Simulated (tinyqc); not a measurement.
Six-transistor SRAM cell, nodal equations and margins: one step of the calculation.

Two cross-coupled inverters (pull-down bn, pull-up bp) hold the nodes Q and QB; access transistors (ba, threshold VTn, gate on the word line at Vdd when selected) join them to the bit lines. Transistor (EKV form, voltages against the body): I = 2 n b Vt^2 [F(vp - Vs) - F(vp - Vd)] from drain to source, F(v) = ln^2(1 + exp(v/(2 Vt))), vp = (Vg - VT + sg |Vd - Vs|)/n. n-channel bodies are at 0; for the p-channel device all voltages are counted down from Vdd. b in uA/V^2 gives I in uA. For an access transistor the bit line is the drain and the node the source. In a read both bit lines are at Vdd. The cell is symmetric (no mismatch).

Question. The largest square in the read butterfly. f(x) is the node voltage of one half-cell in a read for input x (In - Ip - Ia = 0). Static noise margin: side of the largest square between the curve (x, f(x)) and its mirror image (f(y), y); with h(c) the root x of f(x) - x = c, it is the maximum over c > 0 of h(c) - h(-c) + c.

Inputs (values chosen for the exercise):
- T = 325 K (temperature)
- Vdd = 1 V (supply voltage)
- n = 1.25 (slope factor)
- sg = 0.06 (drain-induced barrier lowering)
- VTn = 0.33 V (n-channel threshold)
- VTp = 0.34 V (p-channel threshold (magnitude))
- bn = 280 uA/V^2 (gain factor of the pull-down transistor)
- ba = 280 uA/V^2 (gain factor of the access transistor)
- bp = 140 uA/V^2 (gain factor of the pull-up transistor)

Constants: q = 1.602176634e-19 C, kB = 1.380649e-23 J/K, Vt = kB T/q. Results are converted to the units shown.

c, point 0 to 6 (V): [0.15, 0.25, 0.34, 0.42, 0.49, 0.54, 0.59]

Wanted: h(c); h(-c); side.

Answer.

h(c), point 0 to 6 (V): [0.4535, 0.4467, 0.4408, 0.4315, 0.4148, 0.3959, 0.3707]
h(-c), point 0 to 6 (V): [0.5460, 0.5970, 0.6464, 0.6936, 0.7388, 0.7737, 0.8105]
side, point 0 to 6 (V): [0.0575, 0.0997, 0.1343, 0.1578, 0.1659, 0.1622, 0.1502]

The maximum over c is 165.9 mV, the read margin; with the word line off (no Ia) the same construction gives 373.7 mV.

Program tinyqc, `OMP_NUM_THREADS=1 python tinyqc.py 2340082 2340083 out.jsonl`; Intel Xeon 2.30GHz, shared host, one thread, about 0.1 s.
